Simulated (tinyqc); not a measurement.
What moves the results: interband optics of a two-band s-p chain from momentum matrix elements. A value that a table varies takes the place of the one given here.

H(k) = [[Es - 2 ts cos ka, 2i V sin ka], [-2i V sin ka, Ep_ + 2 tp cos ka]] in the basis s, p; the lower band is full, with two electrons a cell. The velocity operator times hbar is W = dH/dk (eV angstrom); intra-atomic dipoles are left out.

With w(k) = |<c|W|v>|^2 and D(k) = Ec - Ev, on the mesh k_j = (j + 1/2)/N (2 pi/a): eps(E) = 1 + (8 pi e2/(a Ar)) mean_j (w/D^2) [1/(D - E - i eta) + 1/(D + E + i eta)], e2 = e^2/(4 pi eps0); light polarised along the chains, no local fields.

Constants: e^2/(4 pi eps0) = 14.39964547 eV angstrom; hbar^2/2m0 = 3.80998211 eV angstrom^2.

Inputs chosen for the exercise:
- a = 3.56 angstrom (period)
- Es = 3.99 eV (upper orbital (s))
- Ep_ = -1.72 eV (lower orbital (p))
- ts = 0.61 eV (s-s hopping)
- tp = 0.22 eV (p-p hopping)
- V = 1.27 eV (s-p hopping)
- Ar = 11.1 angstrom^2 (cross-section per chain)
- eta = 0.15 eV (Lorentzian half width)
- E = 4.13 eV (photon energy)

## Joint density of states against eps2

Mesh of 2000 points. J(E) = mean of (eta/pi)/((E - D)^2 + eta^2). The fourth column is J times the constant (8 pi^2 e2/(a Ar)) mean(w/D^2). R = |(sqrt(eps) - 1)/(sqrt(eps) + 1)|^2.

Spectrum:
```
E (eV)  J (1/eV)    eps2  eps2 with constant element    eps1      R
3.45       0.015   1.358                       0.451   9.821  0.269
3.91       0.075   8.842                       2.257  16.679  0.404
4.37       0.145  13.810                       4.388  -2.494  0.516
4.83       0.113   6.200                       3.413  -3.330  0.494
5.28       0.105   3.246                       3.161  -2.105  0.443
5.74       0.106   1.790                       3.188  -0.725  0.307
6.20       0.115   1.100                       3.460   0.752  0.066
6.66       0.138   1.046                       4.176   2.736  0.077
7.12       0.233   3.363                       7.026   6.954  0.234
7.58       0.606  12.612                      18.285  -2.201  0.500
8.04       0.259   3.564                       7.819  -7.387  0.756
8.49       0.047   0.750                       1.408  -3.745  0.852
```

Transitions span 4.050 to 7.894 eV. Among the energies listed J peaks at 7.58 eV and eps2 at 4.37 eV. The ratio of eps2 to the constant-element value is 3.15 at 4.37 eV and 0.69 at 7.58 eV: w/D^2 is 4.985 angstrom^2 at the zone centre and 1.505 at the edge.

## Mesh against broadening

eps2 at E for three widths, and eps(0) at eta = 0; the last row is the mesh of 2000 points.

Convergence:
```
N     eta = 0.03 eV  eta = 0.1 eV  eta = 0.3 eV  eps(0)
4             0.027         0.090         0.263  2.5140
8             0.721         2.311         5.200  4.3052
16           23.907        31.324        15.133  4.6845
32           31.894        25.914        13.095  4.6891
64           49.741        26.112        13.219  4.6891
128          33.329        25.771        13.220  4.6891
2000         35.288        25.772        13.220  4.6891
```

The first N from which eps2 stays within 2 % of the last row is above 128 for eta = 0.03, 32 for 0.1 and 32 for 0.3 eV; for eps(0) and 0.1 % it is 16. E lies inside the range of transitions, so as a rule the spacing of D between mesh points must fall below eta (less so where the weight w is small at E).

## Static constant against the gap

Es takes the values listed; mesh of 400 points; the Penn-type estimate is 1 + 8 pi c e2 n_eff/(a Ar Dm^2) with Dm the f-weighted mean of D, f = w/(c D), n_eff = 2 mean(f), c = hbar^2/2m0.

Results:
```
Es (eV)  smallest D (eV)  Dm (eV)  n_eff  eps(0)  estimate
3.69               3.750    5.746  3.196   5.344     4.378
3.99               4.050    6.037  3.082   4.689     3.951
4.49               4.550    6.523  2.906   3.870     3.383
4.99               5.050    7.009  2.746   3.282     2.950
5.99               6.050    7.984  2.468   2.517     2.351
6.99               7.050    8.961  2.236   2.062     1.972
8.99               9.050   10.924  1.875   1.581     1.548
```

eps(0) - 1 falls from 4.344 to 0.581, as Dm^-3.13; a fixed n_eff would give the power -2, and n_eff goes from 3.196 to 1.875. The single-gap estimate is low by 22.2 % of eps(0) - 1 in the first row and 5.6 % in the last, since 1/D^2 favours the smallest separations. n_eff need not equal the 2 electrons of the cell: a two-orbital basis with chosen hoppings does not obey the free-electron sum rule.

## What moves the optical response

Mesh of 400 points; n_eff = 2 mean(w/(c D)), c = hbar^2/2m0. Each row changes one parameter from the base and keeps the others.

Results:
```
case                   smallest D (eV)  largest D (eV)  n_eff  eps(0)
base                             4.050           7.893  3.082   4.689
a = 3.738 angstrom               4.050           7.893  3.398   4.874
Es = 4.29 eV                     4.350           8.139  2.975   4.164
ts = 0.732 eV                    3.806           7.984  3.111   5.023
V = 1.397 eV                     4.050           8.184  3.592   5.233
Ar = 12.21 angstrom^2            4.050           7.893  3.082   4.354
```

The largest shifts from the base row, up to three for each result and ties (the steps differ in size, so this ranks the rows, not the parameters). smallest D (eV): Es +0.300, ts -0.244; unchanged at the printed digits by a, V and Ar. largest D (eV): V +0.291, Es +0.246, ts +0.090; unchanged at the printed digits by a and Ar. n_eff: V +0.510, a +0.316, Es -0.108; unchanged at the printed digits by Ar. eps(0): V +0.544, Es -0.525, Ar -0.335.

(tinyqc, `OMP_NUM_THREADS=1 python tinyqc.py 1681649 1681650 out.jsonl`, Intel(R) Xeon(R) Processor @ 2.30GHz, 1 thread, shared host, about 0.01 s.)
